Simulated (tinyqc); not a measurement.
Band bending at a free surface with one surface level, surface photovoltage and Kelvin probe: one step of the calculation.

n-type bulk, xi = Ec - EF = Vt ln(Nc/Nd), p0 = ni^2/Nd, ni = sqrt(Nc Nv) exp(-Eg/(2 Vt)), Eg in volts. b is the upward band bending, u = b/Vt. Space charge per area, in units of q: Qc = sign(b) sqrt((2 eps0 eps_r Vt/q) [(Nd + dn)(exp(-u) - 1) + Nd u + (p0 + dn)(exp(u) - 1)]), with dn the excess density under light (flat quasi-Fermi levels; 0 in the dark). The level holds -Ns f, f = 1/(1 + exp((xi + b - Es)/Vt)). Neutrality: Qc + Qf + (charge of the states) = 0.

Task. Charges against band bending. Evaluate Qc, the surface charge Qf - Ns f and their sum in the dark; the root lies where the sum changes sign.

Parameters, values chosen for the exercise; band and dielectric values close to those of gallium arsenide: temperature T = 300 K; band gap Eg = 1.43 eV; relative permittivity eps_r = 12.8; conduction-band density of states at T Nc = 4.44e17 cm^-3; valence-band density of states at T Nv = 9.15e18 cm^-3; donor density Nd = 4.4e16 cm^-3; fixed positive charge at the surface Qf = 0 cm^-2; density of an acceptor-like surface level Ns = 2.2e12 cm^-2; its depth below the conduction edge Es = 0.77 eV.

Constants: q = 1.602176634e-19 C, kB = 1.380649e-23 J/K, Vt = kB T/q, eps0 = 8.8541878128e-14 F/cm where lengths are in cm. Results are converted to the units shown.

| point | b (V) |
|---|---|
| 0 | 0.22 |
| 1 | 0.366 |
| 2 | 0.512 |
| 3 | 0.659 |
| 4 | 0.805 |
| 5 | 0.952 |
| 6 | 1.098 |

Wanted: Qc; surface charge; sum.

Result.

| point | Qc (cm^-2) | surface charge (cm^-2) | sum (cm^-2) |
|---|---|---|---|
| 0 | 3.4765e11 | -2.2000e12 | -1.8524e12 |
| 1 | 4.6015e11 | -2.2000e12 | -1.7398e12 |
| 2 | 5.5011e11 | -2.1990e12 | -1.6489e12 |
| 3 | 6.2780e11 | -1.9336e12 | -1.3058e12 |
| 4 | 6.9643e11 | -5.4896e10 | 6.4153e11 |
| 5 | 7.5929e11 | -1.9098e8 | 7.5910e11 |
| 6 | 8.1700e11 | -6.7350e5 | 8.1700e11 |

The sum rises steadily with b, so there is one root; bisection gives b = 0.73198 V.

Computed by the program tinyqc: `OMP_NUM_THREADS=1 python tinyqc.py 2430148 2430149 out.jsonl`, one thread of a shared Intel Xeon 2.30GHz, about 0.02 s for the whole run.
